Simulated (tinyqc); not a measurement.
Gate sweep: ballistic transport through the one-dimensional subbands of a rectangular nanowire or nanosheet channel. Computed by tinyqc, a small Python program. Command: `OMP_NUM_THREADS=1 python tinyqc.py 3028795 3028796 out.jsonl wire walk`. One thread of a shared host (Intel(R) Xeon(R) Processor @ 2.30GHz), about 0.02 s of CPU time with the checks.

Hard walls, parabolic subbands, transport along x. Energies are counted from the bulk conduction band edge at the top of the barrier, which the gate pulls down by U; the source Fermi level lies at the bulk edge when U = 0.

Inputs (values chosen for the exercise, modelled on GaN):

| quantity | value | unit |
|---|---|---|
| mass m | 0.19 | m_0 |
| height a | 3.4 | nm |
| width b | 3.9 | nm |
| equivalent oxide thickness t | 0.9 | nm |
| drain voltage V_D | 0.36 | V |
| temperature T | 300 | K |

Valleys: single isotropic valley.

Constants: hbar^2/(2 m_0) = 3.80998212 eV angstrom^2; k_B = 8.617333262e-05 eV/K; m_0 = 9.1093837015e-31 kg; k_B = 1.380649e-23 J/K; hbar = 1.054571817e-34 J s; eps_0 = 8.8541878128e-12 F/m; e = 1.602176634e-19 C; h = 6.62607015e-34 J s.

Method:
- E_pq = (hbar^2 pi^2/2)(p^2/(m_y b^2) + q^2/(m_z a^2)); m_x = m_y = m_z = m, degeneracy g = 1; the 10 lowest subbands are kept.
- F_j(eta) = (1/Gamma(j + 1)) int_0^infinity x^j/(1 + exp(x - eta)) dx, F_0 = ln(1 + exp(eta)). Integrals over x = E/(k_B T) use 160 Gauss-Legendre points in u = sqrt(x) from 0 to sqrt(max(eta, 0) + 32).
- With degeneracy g = 1, eta_i = (U - E_i)/(k_B T) and u = e V_D/(k_B T): line density n = sum_i g sqrt(2 m_x k_B T/pi)/(2 hbar) [F_-1/2(eta_i) + F_-1/2(eta_i - u)]; gate: e n = C_ox (V_G - U/e), C_ox = 3.9 eps_0 2 (a + b)/t (flat-plate estimate); I = (2 e k_B T/h) sum_i g [F_0(eta_i) - F_0(eta_i - u)].
- Open modes are sum_i g/(1 + exp(-eta_i)). The last column is e dn/dV_G over C_ox, taken up to the next row.

Subbands:

| valley axis | p | q | E (meV) | m_x (m_0) |
|---|---|---|---|---|
| - | 1 | 1 | 301.32 | 0.19 |
| - | 2 | 1 | 691.68 | 0.19 |
| - | 1 | 2 | 814.93 | 0.19 |
| - | 2 | 2 | 1205.29 | 0.19 |
| - | 3 | 1 | 1342.27 | 0.19 |
| - | 1 | 3 | 1670.95 | 0.19 |
| - | 3 | 2 | 1855.88 | 0.19 |
| - | 2 | 3 | 2061.30 | 0.19 |
| - | 4 | 1 | 2253.10 | 0.19 |
| - | 3 | 3 | 2711.90 | 0.19 |

Against the gate voltage:

| V_G (V) | U (meV) | n (1/nm) | I (microampere) | open modes | C_g/C_ox |
|---|---|---|---|---|---|
| 0.0013 | 1.2997e+00 | 9.2344e-07 | 1.8262e-05 | 9.1169e-06 | 1.1901e-04 |
| 0.1 | 9.9988e+01 | 4.1993e-05 | 8.3050e-04 | 4.1454e-04 | 9.5549e-03 |
| 0.22 | 2.1884e+02 | 4.0509e-03 | 8.0778e-02 | 3.9526e-02 | 2.0225e-01 |
| 0.35 | 3.2255e+02 | 9.5979e-02 | 2.3750e+00 | 6.9447e-01 | 3.1112e-01 |
| 0.45 | 3.9144e+02 | 2.0476e-01 | 7.0426e+00 | 9.7029e-01 | 2.2697e-01 |
| 0.58 | 4.9193e+02 | 3.0792e-01 | 1.4768e+01 | 9.9982e-01 | 1.9626e-01 |
| 0.72 | 6.0445e+02 | 4.0399e-01 | 2.3345e+01 | 1.0334e+00 | 4.2004e-01 |
| 0.88 | 6.9725e+02 | 6.3897e-01 | 2.9084e+01 | 1.5641e+00 | 5.2137e-01 |
| 1.1 | 8.0255e+02 | 1.0400e+00 | 3.7468e+01 | 2.3689e+00 | 5.2518e-01 |
| 1.3 | 8.9751e+02 | 1.4072e+00 | 5.0315e+01 | 2.9603e+00 | - |

What follows from these numbers?

Between the first two rows the current rises one decade per 60 mV, against the limit ln(10) k_B T/e = 60 mV. Above threshold C_g/C_ox lies between 0.20 and 0.53: the quantum capacitance in series costs much, since the density of states of these subbands is small. It dips where a subband has filled past its van Hove peak and recovers when the next one opens or the drain starts to fill the band. Caution: confinement energies this large call for non-parabolicity and barrier penetration, which lower the subbands and raise the mass.

Extremes, crossings and ranges named in words are read from the listed rows.
